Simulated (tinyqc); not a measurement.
Width and zero-phonon weight against temperature: configuration-coordinate model of a defect: Huang-Rhys factor and luminescence line shape. Computed by tinyqc, a small Python program. Command: `OMP_NUM_THREADS=1 python tinyqc.py 3016965 3016966 out.jsonl ccline walk`. One thread of a shared host (Intel(R) Xeon(R) Processor @ 2.30GHz), about 0.02 s of CPU time with the checks.

Ground state E_g(Q) = (1/2) omega_g^2 Q^2; excited state E_e(Q) = E_0 + (1/2) omega_e^2 (Q - dQ)^2 with E_0 = E_ZPL - (hbar omega_e - hbar omega_g)/2. Q is mass-weighted; the dipole does not depend on Q (Condon approximation).

Inputs (values chosen for the exercise, for a model defect in a wide-gap host):

| quantity | value | unit |
|---|---|---|
| zero-phonon energy E_ZPL | 3.18 | eV |
| displacement dQ | 0.39 | u^(1/2) angstrom |
| ground-state phonon hbar omega_g | 46.8 | meV |
| excited-state phonon hbar omega_e | 36.9 | meV |

Modes: different frequencies.

Constants: hbar^2/u = 4.18015928e-03 eV angstrom^2; k_B = 8.617333262e-05 eV/K.

Method:
- S = hbar omega dQ^2/(2 hbar^2/u) for each state; relaxation energy S hbar omega; absorption at E_0 + S_e hbar omega_e, emission at E_0 - S_g hbar omega_g; the Stokes shift is their difference.
- Overlaps <m_e|n_g> of harmonic-oscillator functions (Hermite recursion, positive leading coefficients) by a sum over an even grid (700 points from x = -9 to 9 + d for the small table, 1500 points from -16 to 16 + d for the thermal sums), with x = Q sqrt(omega_g/hbar), d = sqrt(2 S_g) and frequency ratio omega_e/omega_g.
- Initial levels m = 0..24 carry Boltzmann weights exp(-m hbar omega_e/k_B T), normalised; final levels n = 0..79; a line lies at E_ZPL + m hbar omega_e - n hbar omega_g with weight w_m <m|n>^2. Moments are taken over these weights without the E^3 factor; FWHM = 2 sqrt(2 ln 2) x standard deviation; the zero-phonon weight is w_0 <0|0>^2, since the other m -> m lines are offset by m (hbar omega_e - hbar omega_g).
- For comparison: FWHM(0) sqrt(coth(hbar omega_e/2 k_B T)) with FWHM(0) from the first row, and exp(-S_g coth(hbar omega_e/2 k_B T)).

S_g = 0.851436

Against temperature:

| T (K) | mean energy (eV) | FWHM (eV) | coth law (eV) | zero-phonon weight | exp(-S coth) |
|---|---|---|---|---|---|
| 21 | 3.1395 | 0.11604 | 0.11604 | 0.46871 | 0.42680 |
| 64 | 3.1395 | 0.11619 | 0.11618 | 0.46813 | 0.42590 |
| 130 | 3.1391 | 0.12055 | 0.12043 | 0.45132 | 0.39969 |
| 210 | 3.1378 | 0.13278 | 0.13227 | 0.40771 | 0.33081 |
| 340 | 3.1350 | 0.15695 | 0.15536 | 0.33568 | 0.21735 |
| 510 | 3.1310 | 0.18782 | 0.18422 | 0.26629 | 0.11696 |
| 730 | 3.1254 | 0.22426 | 0.21730 | 0.20800 | 0.05050 |

The width grows by a factor 1.93, flat while k_B T is well below hbar omega and as sqrt(T) above; the coth law, exact only for equal frequencies, misses by at most 3.1 %. The mean energy moves by -14.1 meV because the frequencies differ. The zero-phonon weight goes from 0.469 to 0.208, against 0.427 to 0.0505 for the exponential rule, which assumes many modes of equal frequency in both states.
